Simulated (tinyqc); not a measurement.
Power iteration on a symmetric matrix, step by step. Computed by tinyqc, a small Python program that keeps every step. Settings: method = power, shift = -0.01. Command: `OMP_NUM_THREADS=1 python tinyqc.py 25139 25140 out.jsonl` (the two numbers bound the seeds that draw the settings). One thread of a shared host (Intel(R) Xeon(R) Processor @ 2.60GHz), about 0.01 s of CPU time with the checks.

## Step 1

A:
$$\begin{pmatrix}
1.1840 & -0.4810 & 0.7570 & -0.8780 & -0.1410 \\
-0.4810 & 1.5950 & -0.1720 & 0.4680 & 0.2040 \\
0.7570 & -0.1720 & 1.9760 & -0.8060 & -0.2620 \\
-0.8780 & 0.4680 & -0.8060 & 2.1510 & 0.1360 \\
-0.1410 & 0.2040 & -0.2620 & 0.1360 & 3.3370
\end{pmatrix}$$

vector v at the start: [0.4472, 0.4472, 0.4472, 0.4472, 0.4472]

shift = -0.0100

w = (A - shift) v; v' = w/|w| with its largest component positive (the first on a tie); lambda = v'^T A v'.

vector after step 1: [0.1092, 0.3933, 0.3640, 0.2618, 0.7952]

Rayleigh quotient after step 1 = 2.6506

## Step 2

As before.

vector after step 2: [-0.0440, 0.2816, 0.1120, 0.1648, 0.9376]

Rayleigh quotient after step 2 = 3.2718

## Step 3

As before.

vector after step 3: [-0.1133, 0.2153, -0.0709, 0.1681, 0.9526]

Rayleigh quotient after step 3 = 3.5087

## Course of the iteration

Stop when the residual |A v - lambda v| is below 1e-9.

Steps:
```
step    lambda  residual
1     2.650603  1.01e+00
2     3.271842  6.91e-01
3     3.508749  4.74e-01
4     3.621938  3.86e-01
5     3.698177  3.37e-01
6     3.755345  2.93e-01
7     3.797646  2.50e-01
8     3.827831  2.09e-01
9     3.848692  1.73e-01
10    3.862772  1.41e-01
11    3.872121  1.15e-01
12    3.878263  9.28e-02
13    3.882267  7.49e-02
14    3.884866  6.03e-02
15    3.886548  4.84e-02
16    3.887634  3.89e-02
17    3.888335  3.12e-02
18    3.888786  2.51e-02
19    3.889077  2.01e-02
20    3.889264  1.61e-02
21    3.889384  1.30e-02
22    3.889462  1.04e-02
23    3.889512  8.34e-03
24    3.889544  6.69e-03
25    3.889565  5.36e-03
26    3.889578  4.30e-03
27    3.889586  3.45e-03
28    3.889592  2.77e-03
29    3.889595  2.22e-03
30    3.889598  1.78e-03
```

all eigenvalues, for comparison: [0.5412, 1.1424, 1.5517, 3.1181, 3.8896]

Not converged in 30 steps: the residual falls only by the ratio of the two largest distances of eigenvalues from the shift, 0.80 a step.
